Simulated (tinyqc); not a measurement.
# Schottky barrier on an n-type semiconductor with a surface-enhanced doping, non-linear Poisson equation by Newton steps: Capacitance-voltage profiling

One dimension, metal at x = 0, donor density C(x) = Nd + N0 exp(-x/Ls). Energies are counted from the electron Fermi level of the semiconductor and the conduction-band edge is Ec = -psi, so n = Nc exp(psi/Vt); holes follow the Fermi level of the metal, at -V, so p = Nv exp((V - psi - Eg)/Vt). Ends: psi(0) = V - phiB and psi = Vt ln(Nd/Nc) deep inside. Boltzmann statistics, full ionisation, no current, no image force in the Poisson equation.

The Poisson equation d/dx(eps0 eps_r dpsi/dx) = -q (p - n + C) is solved on a mesh of about 1000 nodes or more that ends in neutral material. C_s = q d/dV of the integral of n over x, from the linearised equation. Probed depth w = eps0 eps_r/C_s; apparent doping N_app = C_s^3/(q eps0 eps_r dC_s/dV), the derivative by central differences over +/- 0.02 V.

Values chosen for this exercise; band and dielectric values those of a made-up semiconductor:
```
symbol    value   unit                                  meaning
T           300      K                              temperature
Eg         2.56     eV                                 band gap
eps_r      9.12                           relative permittivity
Nc      1.98e19  cm^-3   conduction-band density of states at T
Nv      2.21e19  cm^-3      valence-band density of states at T
Nd       2.4e16  cm^-3  donor density deep in the semiconductor
phiB       1.64     eV                           barrier height
N0       2.1e17  cm^-3       extra donor density at the surface
Ls          120     nm                             decay length
```

Constants: q = 1.602176634e-19 C, kB = 1.380649e-23 J/K, Vt = kB T/q, eps0 = 8.8541878128e-14 F/cm where lengths are in cm. Results are converted to the units shown.

Result of one run:
```
V (V)  C_s (nF/cm^2)  w (nm)  N_app (cm^-3)  true C(w) (cm^-3)  |E_0| (kV/cm)
-5              26.7     302        4.11e16            4.09e16            603
```

What becomes of these results when the bias of the metal against the semiconductor V is changed from -5 to -0.71 V, all else the same?

Result of the changed run:
```
V (V)  C_s (nF/cm^2)  w (nm)  N_app (cm^-3)  true C(w) (cm^-3)  |E_0| (kV/cm)
-0.71           61.4     131        9.44e16            9.42e16            394
```

The whole series:
```
V (V)  C_s (nF/cm^2)  w (nm)  N_app (cm^-3)  true C(w) (cm^-3)  |E_0| (kV/cm)
0               79.4     102        1.14e17            1.14e17            333
-0.71           61.4     131        9.44e16            9.42e16            394
-1.43           50.4     160        7.95e16            7.93e16            443
-2.14           42.9     188        6.80e16            6.78e16            484
-2.86           37.3     217        5.88e16            5.85e16            520
-3.57           33.0     245        5.15e16            5.13e16            551
-4.29           29.5     274        4.57e16            4.54e16            578
-5              26.7     302        4.11e16            4.09e16            603
```

C_s falls from 79.4 to 26.7 nF/cm^2 while the probed depth goes from 102 to 302 nm. The apparent doping falls from 1.14e17 to 4.11e16 cm^-3. It departs most from the true doping at that depth for V = -5 V, where it is 0.54 % above it; so the doping is read well over the depths probed.

Numbers from tinyqc (`OMP_NUM_THREADS=1 python tinyqc.py 2020122 2020123 out.jsonl`; about 0.1 s on one thread of a shared Intel Xeon 2.30GHz).
